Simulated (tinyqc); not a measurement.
What moves the results: Bethe-Salpeter matrix of a two-band chain (Tamm-Dancoff form). A value that a table varies takes the place of the one given here.

One valence and one conduction band, lattice period 1, mesh k = 2 pi j/N. Pair energies D(k) = Eg + 2 t sum(1 - cos k), t = tc + tv. Screened attraction W(R) = U at R = 0 and V/|R| otherwise, R over the N cells with the nearest image; W(q) = sum_R W(R) cos(q R). H(k, k') = D(k) delta - W(k - k')/Nk + 2 J/Nk for singlets (J = 0 for triplets), Nk the number of k points. With a constant transition dipole the strength of a state is f = (sum_k A_k)^2/Nk, and the f sum to 1.

Parameters, chosen for this exercise: Eg = 3.4 eV (quasiparticle gap); tc = 0.42 eV (conduction hopping); tv = 0.4 eV (valence hopping); U = 0.8 eV (attraction in the same cell); V = 0 eV (attraction at one cell distance); J = 0.56 eV (exchange in the same cell); fs = (0.2, 0.4, 0.7, 1, 1.4, 2, 2.6) (scale factors of U and V).

## Convergence with the k mesh

Lowest triplet and singlet, and f of the singlet, against N.

Results:
```
N    Eg - E triplet (eV)  Eg - E singlet (eV)  f singlet
4                 0.2723              -0.0710     0.1960
6                 0.2200              -0.0445     0.1152
8                 0.1994              -0.0315     0.0768
12                0.1871              -0.0189     0.0410
20                0.1848              -0.0094     0.0166
40                0.1847              -0.0032     0.0038
100               0.1847              -0.0007     0.0004
```

U - 2J = -0.32 eV is not attractive and V = 0, so the singlet is unbound: its level tends to the edge of the continuum and f to zero. The coarsest mesh misjudges the triplet binding by +0.0876 eV against the finest: a mesh of N points along an axis repeats the pair every N cells. The triplet is within 1 meV of the last row from N = 20 on. The singlet is within 1 meV of the last row from N = 100 on, a loose bar for so small a binding, which only that row meets, so it has not settled.

## Strength of the attraction

Triplets, N = 100; U and V scaled together, as weaker screening would do. f is the weight at R = 0. For V = 0 the infinite chain has binding sqrt(4 t^2 + U^2) - 2t and f = U/sqrt(4 t^2 + U^2), t = tc + tv.

Results:
```
scale   U/t  binding (eV)      f  Eg - second level (eV)  contact formula (eV)
0.20   0.20        0.0078  0.097                 -0.0012                0.0078
0.40   0.39        0.0309  0.192                 -0.0010                0.0309
0.70   0.68        0.0930  0.323                 -0.0009                0.0930
1.0    0.98        0.1847  0.438                 -0.0009                0.1847
1.4    1.37        0.3460  0.564                 -0.0009                0.3460
2.0    1.95        0.6512  0.698                 -0.0008                0.6512
2.6    2.54        1.0088  0.785                 -0.0008                1.0088
```

The binding grows with exponent 1.99 between scales 0.2 and 0.4 and 1.67 over the last two rows (for a weak contact attraction 2 in a chain and larger in a plane, where it binds exponentially weakly, 1 for a pair held in one cell). f rises from 0.097 to 0.785. On this mesh no second level lies below the gap. 

## Exciton band

Triplets, solved in the electron-hole distance R on a ring of 60 cells, total momentum Q: D = Eg + 2 tc (1 - cos(k + Q/2)) + 2 tv (1 - cos(k - Q/2)), so the hopping in R has size |t(Q)| = sqrt(tc^2 + tv^2 + 2 tc tv cos Q) and the continuum starts at Eg + 2 (tc + tv) - 2 |t(Q)|.

Results:
```
Q/pi   |t(Q)| (eV)  continuum edge (eV)  exciton (eV)  binding (eV)  weight at R = 0
0.000       0.8200               3.4000        3.2153        0.1847            0.438
0.167       0.7921               3.4558        3.2653        0.1905            0.451
0.333       0.7102               3.6196        3.4098        0.2098            0.491
0.500       0.5800               3.8800        3.6309        0.2491            0.568
0.667       0.4104               4.2193        3.8939        0.3254            0.698
0.833       0.2131               4.6138        4.1335        0.4802            0.883
1.000       0.0200               5.0000        4.2390        0.7610            0.999
```

The exciton band is 1.0237 eV wide, against 1.6000 eV for the edge of the continuum: binding narrows it, since electron and hole must hop together. The binding grows from 0.185 to 0.761 eV as |t(Q)| falls. Between the first two rows the exciton rises 0.90 times as much as the edge, so it is heavier than the free pair.

## What each parameter does

N = 100: lowest singlet, its binding and f, and the singlet-triplet splitting. Each row changes one parameter from the base and keeps the others.

Results:
```
case          singlet (eV)  binding (eV)      f  splitting (eV)
base                3.4007       -0.0007  0.000          0.1854
Eg = 3.6 eV         3.6007       -0.0007  0.000          0.1854
tc = 0.55 eV        3.4008       -0.0008  0.000          0.1623
tv = 0.24 eV        3.4006       -0.0006  0.000          0.2241
U = 0.64 eV         3.4007       -0.0007  0.000          0.1212
V = 0.1 eV          3.3885        0.0115  0.028          0.2175
J = 0.84 eV         3.4008       -0.0008  0.000          0.1855
```

The largest shifts from the base row, up to three for each result and ties (the steps differ in size, so this ranks the rows, not the parameters). singlet (eV): Eg +0.2000, V -0.0121, tv -0.0001, J +0.0001, tc +0.0001; unchanged at the printed digits by U. binding (eV): V +0.0121, tv +0.0001, J -0.0001, tc -0.0001; unchanged at the printed digits by Eg and U. f: V +0.027; unchanged at the printed digits by Eg, tc, tv, U and J. splitting (eV): U -0.0642, tv +0.0387, V +0.0321; unchanged at the printed digits by Eg. At zero total momentum only the sum tc + tv enters. With U - 2J not attractive and V = 0 the base singlet is unbound; its binding and f only reflect the mesh.

Run: tinyqc, `OMP_NUM_THREADS=1 python tinyqc.py 1250420 1250421 out.jsonl`; Intel(R) Xeon(R) Processor @ 2.30GHz, one thread, shared host; about 5 s of CPU time with all checks.
